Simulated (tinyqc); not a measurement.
Leakage currents through a thin dielectric: one step, computed by the program tinyqc.

Electrons leave an electrode with Fermi energy E_F above its band bottom; barriers are counted from the Fermi level, and both electrodes are alike.

Problem. Thermal currents. Schottky emission J = A T^2 exp(-(phi_B - sqrt(e^3 F/(4 pi k_o eps_0)))/k_B T), A = 4 pi e m k_B^2/h^3 with the tunnelling mass; Poole-Frenkel J = sigma_0 F exp(-(phi_t - sqrt(e^3 F/(pi k_o eps_0)))/k_B T); both use the field F of the dielectric.

Inputs (values chosen for the exercise, modelled on a low-k dielectric): barrier height phi_B = 2.44 eV; tunnelling mass m = 0.49 m_0; optical permittivity k_o = 2.08; trap depth phi_t = 1.2 eV; Poole-Frenkel prefactor sigma_0 = 0.00079 S/cm; temperature T = 473 K.

Stack: single layer.

field F = 4.789474 MV/cm

Constants: e = 1.602176634e-19 C; eps_0 = 8.8541878128e-12 F/m; k_B = 8.617333262e-05 eV/K; m_0 = 9.1093837015e-31 kg; k_B = 1.380649e-23 J/K; h = 6.62607015e-34 J s.

Give: Schottky lowering; Poole-Frenkel lowering; Schottky current density; Poole-Frenkel current density.

Solution.

Schottky lowering = 0.57582 eV

Poole-Frenkel lowering = 1.1516 eV

Schottky current density = 1.8074e-13 A/cm^2

Poole-Frenkel current density = 1155.3 A/cm^2

The Poole-Frenkel lowering is twice the Schottky one, because the charge of a trap is fixed while an image charge moves with the electron.
